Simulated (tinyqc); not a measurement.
# Inputs raised by 2 %, one at a time

Model: the 3-omega method: a line heater on a substrate with a thin film. Computed by tinyqc, a small Python program. Command: `OMP_NUM_THREADS=1 python tinyqc.py 3023897 3023898 out.jsonl threeomega sens`. One thread of a shared host (Intel(R) Xeon(R) Processor @ 2.30GHz), about 0.02 s of CPU time with the checks.

A current at angular frequency omega = 2 pi f heats the line at 2 omega with the amplitude P per length; the temperature swing Delta T at 2 omega gives a voltage at 3 omega. The substrate is taken as semi-infinite and isotropic, and the heat capacity of heater and film is left out.

Inputs (values chosen for the exercise, modelled on hafnia on diamond):
```
quantity                                    value           unit
substrate conductivity kappa                 1830        W/(m K)
substrate heat capacity C                    1.79  1e6 J/(m^3 K)
heater half-width b                            17     micrometre
power amplitude per length P                  7.4            W/m
current frequency f                           810             Hz
film thickness t                               46             nm
film conductivity kappa_f                       1        W/(m K)
interface resistance R_i                       18       m^2 K/GW
substrate thickness d_s                       525     micrometre
temperature coefficient of resistance beta    3.3         1e-3/K
voltage amplitude V_1                         1.4              V
```

Method:
- D = kappa/C; q = sqrt(2 i omega/D); penetration depth 1/|q| = sqrt(D/(2 omega)).
- Delta T_s = (P/(pi kappa)) int_0^infinity (sin x/x)^2 / sqrt(x^2 + (q b)^2) dx with (q b)^2 = i |q b|^2, averaged over the heater width (12 Gauss-Legendre points on each of the pieces 0, 14 log-spaced edges from 1e-5 to 1, and multiples of pi to 40 pi; the tail adds 1/(4 (40 pi)^2)).
- For |q| b much below 1: Delta T_s = (P/(pi kappa)) [-ln(|q| b) + eta - i pi/4], eta = 3/2 - C_E = 0.92278, with Euler's C_E = 0.5772157.
- One-dimensional flow across the film: Delta T_f = P (t/kappa_f + R_i)/(2 b); total in-phase swing Delta T = Delta T_s + Delta T_f; third-harmonic amplitude V_3 = V_1 beta |Delta T|/2 with the out-of-phase part included; the apparent film conductivity is t/(t/kappa_f + R_i).

Runs:
```
input moved                                from      to  in-phase Delta T_s (K)  Delta T_f (K)  penetration depth (micrometre)  out-of-phase Delta T_s (K)
base run                                      -       -                0.004954        0.01393                           316.9                   -0.001009
substrate heat capacity C (1e6 J/(m^3 K))  1.79  1.8258                0.004941        0.01393                           313.8                   -0.001008
heater half-width b (micrometre)             17   17.34                0.004928        0.01366                           316.9                   -0.001008
power amplitude per length P (W/m)          7.4   7.548                0.005053        0.01421                           316.9                   -0.001029
current frequency f (Hz)                    810   826.2                0.004941        0.01393                           313.8                   -0.001008
film thickness t (nm)                        46   46.92                0.004954        0.01413                           316.9                   -0.001009
film conductivity kappa_f (W/(m K))           1    1.02                0.004954        0.01373                           316.9                   -0.001009
interface resistance R_i (m^2 K/GW)          18   18.36                0.004954        0.01401                           316.9                   -0.001009
```

Exponents ln(y'/y) / ln(x'/x):
```
input                         in-phase Delta T_s  Delta T_f  penetration depth  out-of-phase Delta T_s
substrate heat capacity C                  -0.13      0.000               -0.5                  -0.002
heater half-width b                        -0.26     -1.000                0.0                  -0.004
power amplitude per length P                1.00      1.000                0.0                   1.000
current frequency f                        -0.13      0.000               -0.5                  -0.002
film thickness t                            0.00      0.721                0.0                   0.000
film conductivity kappa_f                   0.00     -0.717                0.0                   0.000
interface resistance R_i                    0.00      0.283                0.0                   0.000
```

Which inputs matter most for each result?

Among the inputs moved here: in-phase Delta T_s answers most in size to power amplitude per length P (exponent +1.000), next to heater half-width b (-0.260); its exponent is below 0.0005 for film thickness t, film conductivity kappa_f, interface resistance R_i. Delta T_f answers most in size to heater half-width b (exponent -1.000), and about equally to power amplitude per length P (+1.000); its exponent is below 0.0005 for substrate heat capacity C, current frequency f. Its exponent -1.000 in heater half-width b: the flux is P/(2b). Penetration depth answers most in size to substrate heat capacity C (exponent -0.500), and about equally to current frequency f (-0.500); its exponent is below 0.0005 for heater half-width b, power amplitude per length P, film thickness t, film conductivity kappa_f, interface resistance R_i. Its exponent -0.500 in current frequency f: a diffusion length. Out-of-phase Delta T_s answers most in size to power amplitude per length P (exponent +1.000); its exponent is below 0.0005 for film thickness t, film conductivity kappa_f, interface resistance R_i. Its exponent -0.002 in current frequency f: the narrow-line value does not depend on f.

Caution (all rows): the penetration depth exceeds a fifth of the substrate thickness, so the back face is felt and the semi-infinite formula fails.
